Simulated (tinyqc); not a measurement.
# Trench capacitor in an array: capacitance, non-linearity, leakage and relaxation: what changes with what

A film between two metal electrodes, each interface adding a series capacitance ci. The small-signal permittivity is ek (1 + aq E^2); the field is found with the linear permittivity. Leakage J = J0 sinh(E/Ef). After a voltage step the film passes a relaxation current kr C V tt^(-nr), tt being the time in seconds. The sidewall is a coaxial capacitor with radii a = dm/2 - t and b = dm/2, depth AR dm; the end face is left out.

Inputs (values chosen for the exercise); permittivity of the order of that of zirconium oxide:
```
symbol    value       unit                                                             meaning
ek         35.8                                              relative permittivity of the film
t           4.4         nm                                                      film thickness
ci           31    uF/cm^2  capacitance of each electrode interface (dead layer and screening)
aq        0.016  cm^2/MV^2                     quadratic field coefficient of the permittivity
V           1.1          V                                                                bias
nr        0.956                                             exponent of the relaxation current
kr       0.0014                                                     strength of the relaxation
J0      1.6e-10     A/cm^2                                                   leakage prefactor
Ef         0.45      MV/cm                             field for an e-fold rise of the leakage
AR           10                                              aspect ratio, depth over diameter
pt           73         nm                                           pitch of the square array
rho        1200    uohm cm                                  resistivity of the inner electrode
t0         1e-7          s                                         duration of the write pulse
```

Constants: eps0 = 8.8541878128e-14 F/cm where lengths are in cm. Results are converted to the units shown.

Each table varies one quantity; the others keep the values above.

## Capacitance, non-linearity and leakage against thickness

Planar film: Cf = eps0 ek/t, 1/C = 1/Cf + 2/ci, EOT = 3.9 eps0/C, effective permittivity C t/eps0, E = (V/t) C/Cf; quadratic coefficient [C(V)/C - 1]/V^2 with Cf (1 + aq E^2) in C(V).

Capacitance, non-linearity and leakage against thickness:
```
t (nm)	C (uF/cm^2)	EOT (nm)	effective permittivity	E (MV/cm)	quadratic coefficient (ppm/V^2)	J (A/cm^2)
2.7	6.680	0.5169	20.37	2.318	3.899e4	1.382e-8
4	5.244	0.6585	23.69	1.820	2.846e4	4.562e-9
5.9	3.990	0.8655	26.59	1.385	1.868e4	1.731e-9
8.7	2.950	1.171	28.99	1.024	1.118e4	7.700e-10
13	2.107	1.639	30.93	0.7311	6101	3.904e-10
19	1.506	2.293	32.32	0.5227	3260	2.305e-10
28	1.055	3.273	33.36	0.3661	1652	1.450e-10
41	0.7364	4.689	34.10	0.2555	822.5	9.582e-11
60	0.5109	6.759	34.62	0.1773	401.9	6.468e-11
```

Read the table: what changes, and by how much?

C falls from 6.68 to 0.511 uF/cm^2 while the effective permittivity goes from 20.4 to 34.6 (ek = 35.8). EOT is a straight line in t with slope 3.9/ek = 0.109 and intercept 0.223 nm. The quadratic coefficient goes as t^(-0.80) between the first two rows and t^(-1.88) between the last two (-2 without interfaces), and J falls by 2.33 decades. For t = 2.7 direct tunnelling, left out, would add to the leakage.

## Cell against the diameter of the hole

Per length 1/c = ln(b/a)/(2 pi eps0 ek) + (1/a + 1/b)/(2 pi ci); cell capacitance c AR dm; per footprint over pt^2; fields c V/(2 pi eps0 ek r) at r = a and b; resistance of the inner electrode rho AR dm/(pi a^2); time constant R C/3 of the distributed line. The pitch is scaled as pt dm/(49 nm).

Cell against the diameter of the hole:
```
dm (nm)	cell capacitance (fF)	per footprint (uF/cm^2)	field at a (MV/cm)	field at b (MV/cm)	R (kohm)	R C/3 (ps)
15	0.2213	44.32	2.629	1.087	59.62	4.399
20	0.4607	51.89	2.272	1.272	24.36	3.741
27	0.9231	57.05	2.075	1.399	12.45	3.832
37	1.845	60.72	1.953	1.489	7.109	4.372
49	3.359	63.03	1.883	1.545	4.633	5.187
66	6.264	64.79	1.833	1.589	3.082	6.436
88	11.35	66.03	1.799	1.619	2.144	8.109
```

As dm goes from 15 to 88, the cell capacitance rises from 0.221 to 11.3 fF, the capacitance per footprint rises from 44.3 to 66.0 uF/cm^2, the ratio of the two fields falls from 2.42 to 1.11 and R C/3 goes from 4.40 through a minimum of 3.74 (at dm = 20 among the rows listed) to 8.11 ps; the time constant goes as dm^(-0.56) between the first two rows and dm^(0.80) between the last two.

## Charge lost after writing

Planar film: Cf = eps0 ek/t, 1/C = 1/Cf + 2/ci, EOT = 3.9 eps0/C, effective permittivity C t/eps0, E = (V/t) C/Cf. A capacitor written for t0 and then left open loses, as a share of C V, kr (tt^(1 - nr) - t0^(1 - nr))/(1 - nr) by relaxation and J tt/(C V) by leakage; both are taken as small, and rows far outside that range are left out.

The same in every row: leakage current (nA/cm^2) = 3.5485.

Charge lost after writing:
```
tt (s)	relaxation current (nA/cm^2)	loss by relaxation (%)	loss by leakage (%)	total loss (%)
1e-6	4.1241e6	0.16693	6.5591e-8	0.16693
1e-5	4.5638e5	0.35165	6.5591e-7	0.35166
0.0001	50504	0.55608	6.5591e-6	0.55608
0.001	5588.9	0.78230	6.5591e-5	0.78236
0.01	618.48	1.0326	6.5591e-4	1.0333
0.1	68.443	1.3097	0.0065591	1.3162
1	7.5740	1.6162	0.065591	1.6818
10	0.83816	1.9555	0.65591	2.6114
100	0.092753	2.3309	6.5591	8.8900
```

What does the table show?

The two currents are equal at tt = 2.21 s. The loss by relaxation grows from 0.167 to 2.33 %, by 0.185 points over the first decade and 0.375 over the last, while the loss by leakage grows tenfold a decade. Leakage is the larger loss for tt = 100 s. For tt = 100 the falling voltage would already cut the leakage, so the linear estimate overstates the loss.

tinyqc, about 0.01 s, one thread, Intel Xeon 2.30GHz (shared host): `OMP_NUM_THREADS=1 python tinyqc.py 2102182 2102183 out.jsonl`
